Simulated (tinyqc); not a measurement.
MP2 on RHF in the sto-3g basis, for H3+, spin multiplicity 1, step by step. One step of it, computed by the program tinyqc.

Question. Iteration 9 (converged): orbitals. Diagonalise F' = X^T F X, C = X C', fill 1 alpha and 1 beta electrons from the bottom; D = 2 C_occ C_occ^T. Each column has its largest component positive (the first on a tie).

converged F (hartree), lower triangle:
```
           1H 1s      2H 1s      3H 1s
1H 1s  -0.725370
2H 1s  -0.665207  -0.642965
3H 1s  -0.603458  -0.468720  -0.610699
```

X, lower triangle:
```
           1H 1s      2H 1s     3H 1s
1H 1s   1.165451
2H 1s  -0.260303   1.115023
3H 1s  -0.213552  -0.090762  1.087957
```

Give: F' = X^T F X; orbital energies; coefficients C; D after iteration 9.

Answer.

F' = X^T F X (hartree), lower triangle:
```
         1        2        3
1  -0.4048
2  -0.3839  -0.4011
3  -0.3284  -0.1855  -0.4140
```

orbital energies (hartree): MO1 -1.0118, MO2 -0.2264, MO3 0.0183

coefficients C:
```
          MO1      MO2      MO3
1H 1s  0.4867  -0.1122   1.1055
2H 1s  0.4119  -0.7400  -0.7759
3H 1s  0.3842   0.9221  -0.4895
```

D after iteration 9, lower triangle:
```
        1H 1s   2H 1s   3H 1s
1H 1s  0.4738
2H 1s  0.4009  0.3393
3H 1s  0.3740  0.3165  0.2952
```
